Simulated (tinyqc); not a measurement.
# Trap density from one capacitance

Question. Traps spread evenly through the insulator exchange electrons with the semiconductor by tunnelling, with tau(x) = t0 exp(2 ka x) at depth x from the interface. The admittance per area Y seen at depth x obeys dY/dx = -Y^2/(i w eps0 eox) + q Nb ln(1 + i w tau)/tau, with Y(0) = i w Cs and w = 2 pi f; the gate sees Y(tox) = G + i w C. Working variable y = Y/(i w), in uF/cm^2. Cox = eps0 eox/tox. Find Nb and G/w.

Inputs (values chosen for the exercise): relative permittivity of the insulator eox = 8.8; insulator thickness tox = 4.9 nm; semiconductor capacitance in accumulation Cs = 2.8 uF/cm^2; decay constant of the wave function in the insulator ka = 5.9 1/nm; time constant of a trap at the interface t0 = 2e-11 s; frequency f = 1e6 Hz.

Constants: q = 1.602176634e-19 C, eps0 = 8.8541878128e-14 F/cm where lengths are in cm. Results are converted to the units shown.

C = 1.1220788 uF/cm^2

Solution. C rises steadily with Nb, so one density matches; in practice ka and t0 must come from the frequency dependence.

Nb = 5.20e19 cm^-3 eV^-1
G/w = 0.0193 uF/cm^2

tinyqc, about 0.4 s, one thread, Intel Xeon 2.30GHz (shared host): `OMP_NUM_THREADS=1 python tinyqc.py 2202097 2202098 out.jsonl`
